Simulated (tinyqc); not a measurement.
Worked calculation: FCI on RHF in the 6-31g basis, for He, spin multiplicity 1. One step of it, computed by the program tinyqc.

Question. FCI: determinants and Hamiltonian. Slater-Condon rules over spin orbitals, with the nuclear repulsion added and E(HF) subtracted on the diagonal.

one-electron integrals over orbitals h = C^T H C (hartree):
$$\begin{pmatrix}
-1.941034 & 0.316490 \\
0.316490 & -0.088737
\end{pmatrix}$$

Two-electron integrals over orbitals (pq|rs), unique and non-zero (hartree):
```
(11|11) 1.026907    (21|11) -0.316490   (21|21) 0.227670    (22|11) 0.858133
(22|21) -0.255554   (22|22) 0.766363
```

nuclear repulsion = 0 hartree

Hartree-Fock energy = -2.85516043 hartree

Give: determinants; H - E(HF) between determinants.

Answer.

Occupation strings over the orbitals (2 doubly, a alpha, b beta, 0 empty; spin orbitals ordered 1a 1b 2a 2b ...): 20 ab ba 02

H - E(HF) between determinants (hartree), order 20, ab, ba, 02:
$$\begin{pmatrix}
0.000 & 0.000 & 0.000 & 0.228 \\
0.000 & 1.684 & -0.228 & 0.061 \\
0.000 & -0.228 & 1.684 & -0.061 \\
0.228 & 0.061 & -0.061 & 3.444
\end{pmatrix}$$
